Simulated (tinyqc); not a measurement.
Short-channel transistor, virtual-source model with series resistance: one step of the calculation.

The current per gate width is the charge at the top of the source barrier (the virtual source) times its velocity times a saturation function; al and be are fitting constants of the model. Units: I in uA/um, Rs in ohm um, so I Rs = 1e-6 I Rs in volts; Q in uC/cm^2, so I = 1e-4 Q vx0 Fsat with vx0 in cm/s.

Task. What the series resistance costs. Intrinsic voltages Vg' = Vgs - I Rs, Vd' = Vds - 2 I Rs. n = n0 + nd Vd', VT = VT0 - dl Vd', Ff = 1/(1 + exp((Vg' - VT + al Vt/2)/(al Vt))), Q = Cinv n Vt ln(1 + exp((Vg' - VT + al Vt Ff)/(n Vt))), Vdsat = (vx0 L/mu)(1 - Ff) + Vt Ff, Fsat = u/(1 + u^be)^(1/be) with u = Vd'/Vdsat, and I = Q vx0 Fsat per width. I0 is the current for Rs = 0. Effective velocity I/Q; transit time L Q/I.

Inputs (values chosen for the exercise): temperature T = 300 K; inversion capacitance Cinv = 2.73 uF/cm^2; velocity at the virtual source vx0 = 5.77e6 cm/s; apparent mobility mu = 150 cm^2/(V s); channel length L = 130 nm; threshold at zero drain voltage VT0 = 0.299 V; drain-induced barrier lowering dl = 0.113 V/V; subthreshold factor n0 = 1.14; growth of n with drain voltage nd = 0 1/V; threshold shift (in units of Vt) from weak to strong inversion al = 3.5; sharpness of saturation be = 1.4; series resistance of each contact Rs = 70 ohm um; gate voltage Vgs = 0.5 V; drain voltage Vds = 0.25 V.

Constants: q = 1.602176634e-19 C, kB = 1.380649e-23 J/K, Vt = kB T/q. Results are converted to the units shown.

converged I = 136.25014 uA/um
I0 = 150.87928 uA/um

Give: loss against I0; effective velocity; transit time.

Result.

loss against I0 = 9.696 %
effective velocity = 2.245e6 cm/s
transit time = 5.790 ps

Numbers from tinyqc (`OMP_NUM_THREADS=1 python tinyqc.py 2380053 2380054 out.jsonl`; about 0.01 s on one thread of a shared Intel Xeon 2.30GHz).
